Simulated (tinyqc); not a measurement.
Shallow donor in an anisotropic valley (effective-mass theory): sweeps and comparisons. A value that a table varies takes the place of the one given here.

One valley: H = -c [(d2/dx2 + d2/dy2)/mt + (d2/dz2)/ml] - q/(eps r), c = hbar^2/2m0, q = e^2/(4 pi eps0). Trial function exp(-sqrt((x^2 + y^2)/a^2 + z^2/b^2)) with a > b: T = (c/3)(2/(mt a^2) + 1/(ml b^2)), V = -(q/eps) atan(u/b)/u, u = sqrt(a^2 - b^2). The central cell of the impurity is left out.

Constants: hbar^2/2m0 = 3.80998211 eV angstrom^2; e^2/(4 pi eps0) = 14.39964547 eV angstrom; Ry = 13.60569312 eV; a0 (Bohr radius) = 0.5291772105 angstrom.

Values chosen for the exercise (near those of AlAs; the results hold for these values, not for the real material):
- mt = 0.195 m0 (transverse mass)
- eps = 10 (dielectric constant)
- xs = (1.5, 2, 3.8, 5.7, 8.6, 29, 79, 140) (ratios ml/mt)
- ml = 1.112 m0 (longitudinal mass)

## Mass anisotropy

mt and eps fixed, ml varied. Energies in units of Ry*(mt) = Ry mt/eps^2 and lengths in a*(mt) = a0 eps/mt; the last two columns use one mass, 3/(1/ml + 2/mt) or (ml mt^2)^(1/3).

Results:
```
ml/mt   a/a*    b/a  binding  conductivity mass  density-of-states mass
1.50   0.920  0.866    1.139              1.125                   1.145
2.00   0.870  0.782    1.241              1.200                   1.260
3.80   0.777  0.624    1.477              1.326                   1.560
5.70   0.729  0.542    1.629              1.379                   1.786
8.60   0.687  0.470    1.783              1.418                   2.049
29.0   0.596  0.309    2.218              1.475                   3.072
79.0   0.545  0.220    2.537              1.491                   4.291
140    0.524  0.181    2.697              1.495                   5.192
```

The binding grows from 1.14 to 2.70 Ry*(mt); for ml going to infinity the exact problem becomes two-dimensional, with 4 Ry*. The conductivity mass saturates at 1.5 and underbinds, by 15 % at ml/mt = 5.7; the density-of-states mass errs by +10 % there and by +93 % in the last row. With these mt and eps one unit is 26.53 meV.

## What each parameter does

The minimum of the trial energy. Each row changes one parameter from the base and keeps the others.

Results:
```
case           E (meV)  a (angstrom)  b (angstrom)    b/a
base            -43.22         19.79         10.71  0.542
ml = 0.89 m0    -41.01         20.48         11.98  0.585
mt = 0.176 m0   -39.93         21.59         11.28  0.523
eps = 11        -35.72         21.76         11.79  0.542
```

The largest shifts from the base row, up to three for each result and ties (the steps differ in size, so this ranks the rows, not the parameters). E (meV): eps +7.50, mt +3.29, ml +2.21. a (angstrom): eps +1.98, mt +1.81, ml +0.69. b (angstrom): ml +1.27, eps +1.07, mt +0.57. b/a: ml +0.044, mt -0.019; unchanged at the printed digits by eps. eps only rescales the solution (E as 1/eps^2, lengths as eps), so b/a depends on ml/mt alone.

Computed by tinyqc, a small Python program: `OMP_NUM_THREADS=1 python tinyqc.py 1251768 1251769 out.jsonl` (the numbers bound the seed that draws the inputs); one thread of a shared host (Intel(R) Xeon(R) Processor @ 2.30GHz), about 0.01 s for the whole set of steps.
